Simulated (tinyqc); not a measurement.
# Reverse leakage of an n+-p junction: diffusion, generation, trap-assisted and band-to-band tunnelling: effects of single changes

One-sided abrupt junction in the depletion approximation, x from the junction (0) to W on the p side, field F = F0 (1 - x/W). Flat quasi-Fermi levels, long p side. Traps generate through SRH with both lifetimes shortened by 1 + Gamma (Hurkx enhancement, form for moderate fields); band-to-band generation is local and needs a total bending above Eg.

Parameters, values chosen for the exercise; band and dielectric values close to those of silicon: temperature T = 358 K; band gap Eg = 1.1 eV; relative permittivity eps_r = 11.5; conduction-band density of states at T Nc = 3.72e19 cm^-3; valence-band density of states at T Nv = 3.39e19 cm^-3; acceptor density of the lighter side Na = 2.4e16 cm^-3; donor density of the heavier side Nd = 1e20 cm^-3; SRH lifetime of both carriers at zero field tau = 4e-6 s; trap level above the intrinsic level Et = 0 eV; tunnelling mass mt = 0.26 m0; electron diffusion coefficient on the lighter side Dn = 19 cm^2/s; band-to-band prefactor Ab = 6.7e14 cm^-0.5 V^-2.5 s^-1; band-to-band field constant Bb = 1.83e7 V/cm; reverse bias VR = 2.4 V.

Constants: q = 1.602176634e-19 C, kB = 1.380649e-23 J/K, hbar = 1.054571817e-34 J s, m0 = 9.1093837015e-31 kg, Vt = kB T/q, eps0 = 8.8541878128e-14 F/cm where lengths are in cm. Results are converted to the units shown.

Each table varies one quantity; the others keep the values above.

## Leakage components against the reverse bias

ni = sqrt(Nc Nv) exp(-Eg/(2 Vt)), Eg in volts; Vbi = Vt ln(Na Nd/ni^2); W = sqrt(2 eps0 eps_r (Vbi + VR)/(q Na)); F0 = 2 (Vbi + VR)/W; FG = sqrt(24 mt m0 (kB T)^3)/(q hbar); J_diff = q ni^2 sqrt(Dn/tau)(1 - exp(-VR/Vt))/Na. u = (Vbi + VR)(1 - x/W)^2, p = Na exp(-u/Vt), n = Nd exp((u - Vbi - VR)/Vt); G0 = ni^2 (1 - exp(-VR/Vt))/(tau (n + p + 2 ni cosh(Et/Vt))); Gamma = 2 sqrt(3 pi)(F/FG) exp((F/FG)^2); trap-assisted part G0 Gamma; G_bb = Ab F^2.5 exp(-Bb/F) with F in V/cm, zero unless Vbi + VR > Eg. Currents are q times the integrals over 0 to W; J_bb under 1e-8 of J is printed as 0; rows with F0/FG above 2.2, beyond the range of this Gamma, are left out.

The same in every row: J_bb (A/cm^2) = 0.

Leakage components against the reverse bias:
```
VR (V)	F0 (kV/cm)	F0/FG	J_diff (A/cm^2)	J_SRH (A/cm^2)	J_TAT (A/cm^2)	J (A/cm^2)	largest part
0.2	91.4	0.186	5.99e-9	5.61e-8	3.96e-8	1.02e-7	SRH generation
1	120	0.245	6.00e-9	1.81e-7	1.72e-7	3.59e-7	SRH generation
1.8	143	0.292	6.00e-9	2.71e-7	3.08e-7	5.86e-7	trap-assisted tunnelling
2.6	163	0.332	6.00e-9	3.46e-7	4.48e-7	8.00e-7	trap-assisted tunnelling
3.4	180	0.368	6.00e-9	4.11e-7	5.91e-7	1.01e-6	trap-assisted tunnelling
4.2	196	0.401	6.00e-9	4.69e-7	7.38e-7	1.21e-6	trap-assisted tunnelling
5	211	0.431	6.00e-9	5.22e-7	8.88e-7	1.42e-6	trap-assisted tunnelling
5.8	225	0.459	6.00e-9	5.72e-7	1.04e-6	1.62e-6	trap-assisted tunnelling
6.6	238	0.486	6.00e-9	6.18e-7	1.20e-6	1.82e-6	trap-assisted tunnelling
```

J rises from 1.02e-7 to 1.82e-6 A/cm^2. SRH generation leads at VR = 0.2, trap-assisted tunnelling from 1.8 on. The ratio J_TAT/J_SRH goes from 0.706 to 1.94 as F0/FG goes from 0.186 to 0.486.

## Leakage components against the trap level above the intrinsic level

Same model as above.

The same in every row: F0 (kV/cm) = 158; F0/FG = 0.322; J_diff (A/cm^2) = 6.00e-9; J_bb (A/cm^2) = 0.

Leakage components against the trap level above the intrinsic level:
```
Et (eV)	J_SRH (A/cm^2)	J_TAT (A/cm^2)	J (A/cm^2)	largest part
-0.3	5.64e-11	6.04e-11	6.12e-9	diffusion
-0.2	1.24e-9	1.45e-9	8.69e-9	diffusion
-0.1	2.80e-8	3.43e-8	6.83e-8	trap-assisted tunnelling
0	3.28e-7	4.13e-7	7.47e-7	trap-assisted tunnelling
0.1	2.80e-8	3.43e-8	6.83e-8	trap-assisted tunnelling
0.2	1.24e-9	1.45e-9	8.69e-9	diffusion
0.3	5.64e-11	6.04e-11	6.12e-9	diffusion
```

J goes from 6.12e-9 through a maximum of 7.47e-7 (at Et = 0 among the rows listed) to 6.12e-9 A/cm^2. Diffusion leads at Et = -0.3, trap-assisted tunnelling from -0.1, diffusion from 0.2 on.

Range of the model: The n+ side is degenerate, so Vbi from Boltzmann statistics is only a guide.

Computed by the program tinyqc: `OMP_NUM_THREADS=1 python tinyqc.py 2290029 2290030 out.jsonl`, one thread of a shared Intel Xeon 2.30GHz, about 0.01 s for the whole run.
